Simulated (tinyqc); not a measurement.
p-type polysilicon, carrier trapping at grain boundaries: effect of the temperature.

One-dimensional grains of size Lg, uniform ionised doping N, monovalent traps Qt at each boundary at a depth Et below (for electrons) or above (for holes) the band edge there, abrupt depletion of width W on each side of a boundary, Boltzmann statistics. xi is the distance from the band edge at the grain centre to the Fermi level. Trapped charge Qt/(1 + exp((xi + VB - Et)/Vt)) = 2 N W, barrier VB = q N W^2/(2 eps0 eps_r).

NB is given at 250 K and scales as (T/250 K)^1.5. If the trap equation with xi = Vt ln(NB/N) has a root W < Lg/2, the grain is partly depleted; otherwise W = Lg/2 and the trap equation gives xi = Et - VB + Vt ln(Qt/(N Lg) - 1). N* = Qt/Lg. n0 = NB exp(-xi/Vt); mean density n0 (1 - 2 W/Lg) by charge balance in a partly depleted grain, and n0 (sqrt(pi)/2) erf(u)/u with u = sqrt(VB/Vt) in a fully depleted one; v = sqrt(kB T/(2 pi ms m0)); barrier resistivity Vt exp(VB/Vt)/(q fe n0 v Lg); grain resistivity (1 - 2 W/Lg)/(q n0 mug); effective mobility 1/(q mean density total resistivity). Rows with xi above 0.45 V, towards mid-gap, are left out, since the other carrier type is ignored.

Parameters, values chosen for the exercise; values of the order met in polycrystalline silicon: relative permittivity eps_r = 11.7; valence-band density of states at the reference temperature NB = 2.02e19 cm^-3; grain size Lg = 72 nm; trap density of a grain boundary Qt = 3.7e12 cm^-2; depth of the trap level from the majority band edge at the boundary Et = 0.38 eV; mass for thermionic emission ms = 0.52 m0; correction factor of the emission rate fe = 0.12; mobility inside the grains mug = 46 cm^2/(V s); doping N = 1.7e18 cm^-3.

Constants: q = 1.602176634e-19 C, kB = 1.380649e-23 J/K, m0 = 9.1093837015e-31 kg, Vt = kB T/q, eps0 = 8.8541878128e-14 F/cm where lengths are in cm. Results are converted to the units shown.

The same in every row: N/N* = 3.3081.

Results:

| T (K) | depleted share 2 W/Lg | VB (V) | xi (V) | mean density (cm^-3) | resistivity (ohm cm) | effective mobility (cm^2/(V s)) |
|---|---|---|---|---|---|---|
| 200 | 0.30228 | 0.15568 | 0.036888 | 1.1861e18 | 201.38 | 0.026131 |
| 280 | 0.30190 | 0.15529 | 0.063821 | 1.1868e18 | 17.803 | 0.29542 |
| 320 | 0.30085 | 0.15420 | 0.078462 | 1.1886e18 | 8.2156 | 0.63919 |
| 360 | 0.29839 | 0.15169 | 0.093750 | 1.1927e18 | 4.3438 | 1.2047 |
| 400 | 0.29402 | 0.14728 | 0.10961 | 1.2002e18 | 2.4954 | 2.0841 |
| 440 | 0.28768 | 0.14100 | 0.12600 | 1.2109e18 | 1.5266 | 3.3763 |

Estimate the missing row, T = 240 K.

Computed row:

| T (K) | depleted share 2 W/Lg | VB (V) | xi (V) | mean density (cm^-3) | resistivity (ohm cm) | effective mobility (cm^2/(V s)) |
|---|---|---|---|---|---|---|
| 240 | 0.30222 | 0.15562 | 0.049922 | 1.1862e18 | 48.851 | 0.10771 |

With this row back in the table: As T goes from 200 to 440, VB falls from 0.156 to 0.141 V, the resistivity falls from 201 to 1.53 ohm cm and the effective mobility rises from 0.0261 to 3.38 cm^2/(V s). The activation energy kB ln(rho1/rho2)/(1/T1 - 1/T2) is 0.146 eV between the first two rows and 0.186 eV between the last two; mug is held fixed. For T = 200, 240 xi is under 2.5 Vt, where Boltzmann statistics begin to fail.

tinyqc, about 0.01 s, one thread, Intel Xeon 2.30GHz (shared host): `OMP_NUM_THREADS=1 python tinyqc.py 2830191 2830192 out.jsonl`
